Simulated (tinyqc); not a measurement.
Three-level Kane dispersion of a narrow-gap semiconductor: sweeps and comparisons. A value that a table varies takes the place of the one given here.

Zero of energy at Gamma8, c = hbar^2/2m0, P^2 = Ep c. The free-electron term and remote bands are left out, so the heavy holes are flat at E = 0 and the other three bands obey E (E - Eg)(E + Dso) = P^2 k^2 (E + 2 Dso/3). The conduction band is the highest root; its edge is Ec = max(Eg, 0).

Degenerate electrons at T = 0: kF = (3 pi^2 n)^(1/3), 1 cm^-3 = 1e-24 angstrom^-3; EF is the highest root at kF. The momentum (cyclotron, optical) mass is m(E) = hbar^2 k/(dE/dk) = c d(k^2)/dE with d(k^2)/dE = k^2 [1/E + 1/(E - Eg) + 1/(E + Dso) - 1/(E + 2 Dso/3)]; the density of states is k d(k^2)/dE/(2 pi^2).

Edge mass m0* = 3 |Eg|/(2 Ep).
Constants: hbar^2/2m0 = 3.80998211 eV angstrom^2.

Parameters, chosen for this exercise (near those of HgTe; not measured data): Eg = -0.299 eV (E(Gamma6) - E(Gamma8)); Dso = 1.05 eV (spin-orbit splitting); Ep = 18 eV (Kane energy); k = 0.022 1/angstrom (wave vector); n = 2.1e+16 cm^-3 (electron density).

## Filling the band

n from 1e15 to 1e19 cm^-3. The last column is the local power d ln(EF - Ec)/d ln n = kF^2/(1.5 (EF - Ec) d(k^2)/dE).

Results:
```
n (cm^-3)  kF (1/angstrom)  EF - Ec (meV)  parabolic (meV)   m(EF)  m(EF)/m0*  power
1.0e+15            0.00309            1.5              1.5  0.0251       1.01  0.664
1.0e+16            0.00667            6.7              6.8  0.0259       1.04  0.654
3.0e+16            0.00961           13.6             14.1  0.0268       1.08  0.643
1.0e+17            0.01436           29.1             31.5  0.0290       1.16  0.620
3.0e+17            0.02071           56.6             65.6  0.0328       1.32  0.587
1.0e+18            0.03094          111.7            146.3  0.0402       1.61  0.542
3.0e+18            0.04462          197.7            304.4  0.0513       2.06  0.499
1.0e+19            0.06665          351.4            679.3  0.0702       2.82  0.458
```

The power falls from 0.664 to 0.458: 2/3 marks a parabola, 1/3 a linear band. The parabola is within 10 % up to n = 1.0e+17 cm^-3. The mass has doubled by n = 3.0e+18 cm^-3 and ends at 2.8 times its edge value.

## Closing and inverting the gap

Eg is varied at fixed k, Dso and Ep. Edge mass: Eg (Eg + Dso)/(Ep (Eg + 2 Dso/3)) for Eg > 0, 3 |Eg|/(2 Ep) for Eg < 0. The Gamma6 weight of the conduction state is 1/(1 + P^2 k^2 [(2/3)/E^2 + (1/3)/(E + Dso)^2]).

Results:
```
Eg (eV)      m0*  highest root (eV)  middle (eV)  lowest (eV)  E - Ec (meV)  Gamma6 weight
-0.400   0.03333             0.0503      -0.4332      -1.0671          50.3          0.102
-0.200   0.01667             0.0815      -0.2683      -1.0631          81.5          0.230
-0.080   0.00667             0.1176      -0.1861      -1.0615         117.6          0.383
-0.020   0.00167             0.1435      -0.1526      -1.0608         143.5          0.480
0.020    0.00165             0.1640      -0.1336      -1.0604         144.0          0.546
0.080    0.00644             0.1997      -0.1098      -1.0599         119.7          0.640
0.200    0.01543             0.2857      -0.0768      -1.0589          85.7          0.783
0.400    0.02929             0.4559      -0.0482      -1.0577          55.9          0.900
```

The edge mass vanishes with |Eg| from both sides, yet the kinetic energy at this k stays finite, at most 144.0 meV in the table; at Eg = 0 the two-level form, without the split-off band, gives the linear value sqrt(2/3) P k = 148.8 meV. The Gamma6 weight of the conduction state goes smoothly from 0.10 to 0.90 and is 0.48 and 0.55 in the two rows next to Eg = 0: at finite k nothing jumps at the inversion.

## What each parameter does

Edge mass, EF - Ec and m(EF). Each row changes one parameter from the base and keeps the others.

Results:
```
case               m0* (m0)  EF - Ec (meV)  m(EF) (m0)
base                0.02492          10.81     0.02645
n = 4.2e+16 cm^-3   0.02492          16.87     0.02731
Eg = -0.2541 eV     0.02117          12.56     0.02300
Dso = 0.8925 eV     0.02492          10.81     0.02641
Ep = 20.7 eV        0.02167          12.37     0.02320
```

The largest shifts from the base row, up to three for each result and ties (the steps differ in size, so this ranks the rows, not the parameters). m0* (m0): Eg -0.00374, Ep -0.00325; unchanged at the printed digits by n and Dso. EF - Ec (meV): n +6.06, Eg +1.76, Ep +1.57; unchanged at the printed digits by Dso. m(EF) (m0): Eg -0.00345, Ep -0.00326, n +0.00086.

Computed by tinyqc, a small Python program: `OMP_NUM_THREADS=1 python tinyqc.py 1051258 1051259 out.jsonl` (the numbers bound the seed that draws the inputs); one thread of a shared host (Intel(R) Xeon(R) Processor @ 2.30GHz), about 0.01 s for the whole set of steps.
